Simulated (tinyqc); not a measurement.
Thickness from the minima: X-ray reflectivity of a thin film on silicon: critical angles, Parratt recursion, fringes and roughness. Computed by tinyqc, a small Python program. Command: `OMP_NUM_THREADS=1 python tinyqc.py 3120079 3120080 out.jsonl xrr walk`. One thread of a shared host (Intel(R) Xeon(R) Processor @ 2.30GHz), about 0.01 s of CPU time with the checks.

n = 1 - delta + i beta; the classical electron radius is r_e = 2.8179403e-6 nm. Layer 0 is vacuum, 1 the film, 2 the substrate.

Inputs (values chosen for the exercise, modelled on tungsten on silicon, copper K-alpha radiation):

| quantity | value | unit |
|---|---|---|
| wavelength lambda | 0.15406 | nm |
| film density rho | 19 | g/cm^3 |
| effective electrons per unit mass, film | 0.403 | mol/g |
| beta/delta, film | 0.089 | - |
| film thickness d | 30.4 | nm |
| roughness of the surface sigma_1 | 1.1 | nm |
| roughness of the interface sigma_2 | 0.43 | nm |
| substrate density | 2.33 | g/cm^3 |
| effective electrons per unit mass, substrate | 0.507 | mol/g |
| beta/delta, substrate | 0.023 | - |
| grazing angle theta | 2.32 | degrees |

Constants: N_A = 6.02214076e+23 1/mol.

Method:
- delta = r_e lambda^2 rho_e/(2 pi), rho_e = density x electrons per mass x N_A; critical angle sqrt(2 delta), q_c = 4 sqrt(pi r_e rho_e).
- k_j = (2 pi/lambda) sqrt(sin^2 theta - 2 delta_j + 2 i beta_j); r_ij = (k_i - k_j)/(k_i + k_j) x exp(-2 k_i k_j sigma^2) (Nevot-Croce); r = (r_01 + r_12 p)/(1 + r_01 r_12 p), p = exp(2 i k_1 d); R = |r|^2.
- Far above the critical angle the period is d theta = lambda/(2 d), or 2 pi/d in q; the envelope runs between (|r_01| - |r_12 p|)^2 and (|r_01| + |r_12 p|)^2; contrast = 2 a b/(a^2 + b^2) with a = |r_01|, b = |r_12 p|; roughness factors on the amplitudes are about exp(-q^2 sigma^2/2).
- Minima of R theta^4 are located on 6001 points over 7.5 periods, from 1.15 times the larger critical angle. With refraction, sin^2(theta_m) = 2 delta + m^2 (lambda/(2 d))^2, m integer or half-integer; the first six minima are used, and the first order is the one that minimises the largest residual of the least-squares line plus the distance of its intercept from 2 delta. Without refraction, d = lambda/(2 x mean step of sin theta).

Constants:

| layer | rho_e (1/nm^3) | delta | beta | critical angle (degrees) | q_c (1/nm) |
|---|---|---|---|---|---|
| film | 4611.15 | 4.90841e-05 | 4.36849e-06 | 0.567686 | 0.808175 |
| substrate | 711.40 | 7.57263e-06 | 1.74170e-07 | 0.222977 | 0.317437 |

period in theta = 0.145181 degrees

Minima:

| order m | theta (degrees) | sin^2 theta |
|---|---|---|
| 3 | 0.7167 | 1.5647e-04 |
| 4 | 0.8127 | 2.0119e-04 |
| 5 | 0.9216 | 2.5871e-04 |
| 6 | 1.0394 | 3.2905e-04 |
| 7 | 1.1635 | 4.1232e-04 |
| 8 | 1.2920 | 5.0840e-04 |

d with refraction = 30.451 nm

d without refraction = 38.366 nm

Against d = 30.4 nm the errors are +0.17 % with and +26.20 % without refraction. The orders are integers, as r_01 and r_12 have opposite signs for a film denser than the substrate.

Extremes, crossings and ranges named in words are read from the listed rows.
